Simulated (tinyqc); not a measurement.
Band bending at a free surface with one surface level, surface photovoltage and Kelvin probe: one step of the calculation.

n-type bulk, xi = Ec - EF = Vt ln(Nc/Nd), p0 = ni^2/Nd, ni = sqrt(Nc Nv) exp(-Eg/(2 Vt)), Eg in volts. b is the upward band bending, u = b/Vt. Space charge per area, in units of q: Qc = sign(b) sqrt((2 eps0 eps_r Vt/q) [(Nd + dn)(exp(-u) - 1) + Nd u + (p0 + dn)(exp(u) - 1)]), with dn the excess density under light (flat quasi-Fermi levels; 0 in the dark). The level holds -Ns f, f = 1/(1 + exp((xi + b - Es)/Vt)). Neutrality: Qc + Qf + (charge of the states) = 0.

Problem. Surface photovoltage. Under chopped light the surface charge keeps its dark value, so b falls to bL with Qc(bL, dn) = Qc(b, 0); the photovoltage is b - bL. Qc rises with b, so bL follows by bisection.

Parameters, values chosen for the exercise; band and dielectric values those of a made-up semiconductor:

| symbol | value | unit | meaning |
|---|---|---|---|
| T | 300 | K | temperature |
| Eg | 1.09 | eV | band gap |
| eps_r | 9.57 |  | relative permittivity |
| Nc | 3.43e19 | cm^-3 | conduction-band density of states at T |
| Nv | 3.16e19 | cm^-3 | valence-band density of states at T |
| Nd | 6.7e15 | cm^-3 | donor density |
| dn | 6.4e13 | cm^-3 | excess carrier density under light |

Constants: q = 1.602176634e-19 C, kB = 1.380649e-23 J/K, Vt = kB T/q, eps0 = 8.8541878128e-14 F/cm where lengths are in cm. Results are converted to the units shown.

converged b = 0.26731784 V

Wanted: bL; photovoltage; share of b removed; excess holes at the surface, dn exp(bL/Vt).

Solution.

bL = 0.15769 V
photovoltage = 109.63 mV
share of b removed = 41.011 %
excess holes at the surface, dn exp(bL/Vt) = 2.8525e16 cm^-3

Computed by the program tinyqc: `OMP_NUM_THREADS=1 python tinyqc.py 2430040 2430041 out.jsonl`, one thread of a shared Intel Xeon 2.30GHz, about 0.01 s for the whole run.
